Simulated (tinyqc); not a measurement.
CIS and TDHF on RHF in the 6-31g basis, for H3+, spin multiplicity 1, step by step. One step of it, computed by the program tinyqc.

Task: TDHF (RPA) triplet states. B(ia,jb) = - (ib|ja); the squared energies are the eigenvalues of (A - B)(A + B); 1 hartree = 27.211386 eV.

CIS matrix A, triplet (hartree), order 1>2, 1>3, 1>4, 1>5, 1>6:
```
[[0.615628, -0.000003, -0.000030, 0.171218, 0.000002],
 [-0.000003, 0.675664, 0.004805, 0.000004, 0.165105],
 [-0.000030, 0.004805, 1.061512, 0.000041, -0.008331],
 [0.171218, 0.000004, 0.000041, 1.432064, -0.000007],
 [0.000002, 0.165105, -0.008331, -0.000007, 1.534590]]
```

Two-electron integrals over orbitals (pq|rs), unique and non-zero (hartree):
```
(11|11) 0.721502    (21|11) -0.000071   (21|21) 0.084849    (22|11) 0.476572
(22|21) 0.000167    (22|22) 0.423518    (31|11) 0.013597    (31|21) 8.91e-07
(31|22) -0.025981   (31|31) 0.071631    (32|11) 3.16e-06    (32|21) -0.032878
(32|22) -0.000029   (32|31) -0.000127   (32|32) 0.032527    (33|11) 0.458491
(33|21) -0.000158   (33|22) 0.358058    (33|31) 0.025257    (33|32) 0.000028
(33|33) 0.401031    (41|11) -0.146163   (41|21) 0.000026    (41|22) -0.049261
(41|31) -0.004490   (41|32) -1.96e-07   (41|33) -0.041199   (41|41) 0.068413
(42|11) 0.000030    (42|21) 0.017069    (42|22) 0.000073    (42|31) 1.77e-06
(42|32) -0.012267   (42|33) -0.000048   (42|41) -0.000023   (42|42) 0.036960
(43|11) -0.004805   (43|21) 1.96e-06    (43|22) -0.014479   (43|31) 0.024247
(43|32) -0.000060   (43|33) 0.009424    (43|41) 0.004380    (43|42) 1.09e-06
(43|43) 0.043800    (44|11) 0.472678    (44|21) -0.000058   (44|22) 0.369497
(44|31) 0.010873    (44|32) 4.41e-06    (44|33) 0.367243    (44|41) -0.056131
(44|42) -0.000010   (44|43) 0.003469    (44|44) 0.375692    (51|11) 0.000040
(51|21) -0.082249   (51|22) -0.000168   (51|31) -2.91e-06   (51|32) 0.029921
(51|33) 0.000131    (51|41) -0.000023   (51|42) 0.013259    (51|43) -4.99e-07
(51|44) 0.000032    (51|51) 0.110221    (52|11) -0.171218   (52|21) -0.000128
(52|22) -0.085857   (52|31) 0.021711    (52|32) 4.87e-06    (52|33) -0.061951
(52|41) 0.061364    (52|42) 0.000023    (52|43) -0.001744   (52|44) -0.071476
(52|51) 0.000204    (52|52) 0.095196    (53|11) -4.43e-06   (53|21) 0.023017
(53|22) 1.26e-06    (53|31) 0.000102    (53|32) -0.004992   (53|33) -2.64e-06
(53|41) 2.50e-06    (53|42) -0.006208   (53|43) -0.000016   (53|44) -9.27e-07
(53|51) -0.033151   (53|52) -0.000010   (53|53) 0.016819    (54|11) -0.000041
(54|21) 0.066136    (54|22) 0.000137    (54|31) 2.91e-06    (54|32) -0.025712
(54|33) -0.000116   (54|41) 0.000017    (54|42) 0.014063    (54|43) 2.39e-06
(54|44) -0.000044   (54|51) -0.069332   (54|52) -0.000113   (54|53) 0.018605
(54|54) 0.063904    (55|11) 0.609354    (55|21) 0.000318    (55|22) 0.466267
(55|31) -0.046245   (55|32) -0.000040   (55|33) 0.389942    (55|41) -0.116003
(55|42) 0.000015    (55|43) -0.005920   (55|44) 0.419779    (55|51) -0.000439
(55|52) -0.169969   (55|53) 0.000021    (55|54) 0.000304    (55|55) 0.617532
(61|11) -0.009588   (61|21) -1.68e-06   (61|22) 0.033842    (61|31) -0.077612
(61|32) 0.000149    (61|33) -0.027135   (61|41) 0.004795    (61|42) -7.50e-07
(61|43) 0.005975    (61|44) -0.007082   (61|51) 3.88e-06    (61|52) -0.040387
(61|53) -0.000165   (61|54) -3.31e-06   (61|55) 0.079704    (61|61) 0.120443
(62|11) -1.82e-06   (62|21) 0.034854    (62|22) 0.000011    (62|31) 0.000147
(62|32) -0.011371   (62|33) -0.000008   (62|41) 1.55e-06    (62|42) -0.005067
(62|43) -0.000009   (62|44) -7.45e-07   (62|51) -0.046285   (62|52) -0.000016
(62|53) 0.019350    (62|54) 0.028482    (62|55) 0.000040    (62|61) -0.000226
(62|62) 0.026167    (63|11) -0.165105   (63|21) 0.000155    (63|22) -0.065376
(63|31) -0.028124   (63|32) -0.000006   (63|33) -0.070686   (63|41) 0.058154
(63|42) -0.000033   (63|43) 0.003191    (63|44) -0.070460   (63|51) -0.000186
(63|52) 0.053309    (63|53) 0.000011    (63|54) 0.000118    (63|55) -0.108309
(63|61) 0.038522    (63|62) 0.000013    (63|63) 0.083366    (64|11) 0.008331
(64|21) 1.69e-06    (64|22) -0.023344   (64|31) 0.057828    (64|32) -0.000107
(64|33) 0.019663    (64|41) -0.003425   (64|42) 1.54e-06    (64|43) 0.017270
(64|44) 0.008434    (64|51) -3.04e-06   (64|52) 0.022574    (64|53) 0.000095
(64|54) 3.56e-06    (64|55) -0.051527   (64|61) -0.073104   (64|62) 0.000137
(64|63) -0.024105   (64|64) 0.061358    (65|11) 0.000007    (65|21) -0.069255
(65|22) -0.000045   (65|31) -0.000254   (65|32) 0.036102    (65|33) 0.000038
(65|41) -3.58e-06   (65|42) 0.002568    (65|43) -4.83e-06   (65|44) 0.000008
(65|51) 0.088230    (65|52) 0.000035    (65|53) -0.026413   (65|54) -0.062240
(65|55) -0.000114   (65|61) 0.000393    (65|62) -0.038862   (65|63) -0.000030
(65|64) -0.000260   (65|65) 0.082797    (66|11) 0.647339    (66|21) -0.000370
(66|22) 0.418521    (66|31) 0.057969    (66|32) 0.000041    (66|33) 0.453233
(66|41) -0.129876   (66|42) 0.000042    (66|43) -0.004411   (66|44) 0.441570
(66|51) 0.000431    (66|52) -0.128457   (66|53) -0.000027   (66|54) -0.000310
(66|55) 0.518249    (66|61) -0.080656   (66|62) -0.000040   (66|63) -0.170857
(66|64) 0.054202    (66|65) 0.000109    (66|66) 0.664398
```

Give: TDHF matrix B, triplet; squared energies w^2; TDHF energies from the positive w^2.

Result:

TDHF matrix B, triplet (hartree), order 1>2, 1>3, 1>4, 1>5, 1>6:
```
[[-0.0848, 0.0000, 0.0000, 0.0822, 0.0000],
 [0.0000, -0.0716, 0.0045, 0.0000, 0.0776],
 [0.0000, 0.0045, -0.0684, 0.0000, -0.0048],
 [0.0822, 0.0000, 0.0000, -0.1102, 0.0000],
 [0.0000, 0.0776, -0.0048, 0.0000, -0.1204]]
```

squared energies w^2 (hartree^2): [0.3201, 0.4017, 1.1221, 2.1355, 2.4328]

TDHF energies from the positive w^2 (eV): [15.3949, 17.2461, 28.8243, 39.7648, 42.4429]
